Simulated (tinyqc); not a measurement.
Two-step dopant diffusion (predeposition and drive-in) with a constant diffusivity: one step, computed by the program tinyqc.

Fick diffusion into a half space x > 0 whose background doping C_B is of the opposite type, so that a junction lies where C = C_B.

Question. Thermal budget with ramps. D = D0 exp(-E/(k_B T)). Temperatures in kelvin are T(C) + 273.15. One ramp between the stand-by temperature and T2 adds int D dT / rate (40-point Gauss-Legendre); the usual estimate counts it as an extra time k_B T2^2/(E rate) at T2. (Dt)2 = D2 t2 + two ramps, times in seconds.

Inputs (values chosen for the exercise, modelled on boron in silicon): prefactor D0 = 0.948 cm^2/s; activation energy E = 3.52 eV; predeposition temperature T1 = 1050 C; drive-in temperature T2 = 1200 C; drive-in time t2 = 120 min; ramp rate = 8 C/min; stand-by temperature = 800 C.

Furnace ramps of the drive-in: linear ramps.

D2 = 8.601473e-13 cm^2/s

Constants: k_B = 8.617333262e-05 eV/K.

Give: budget of one ramp; estimated extra time of one ramp; drive-in budget (Dt)2.

Answer.

budget of one ramp = 3.2035e-10 cm^2

estimated extra time of one ramp = 6.6410 min

drive-in budget (Dt)2 = 6.8338e-09 cm^2

The integral equals 6.21 min at T2, against the estimate 6.64 min; both ramps make 9.4 % of the budget.
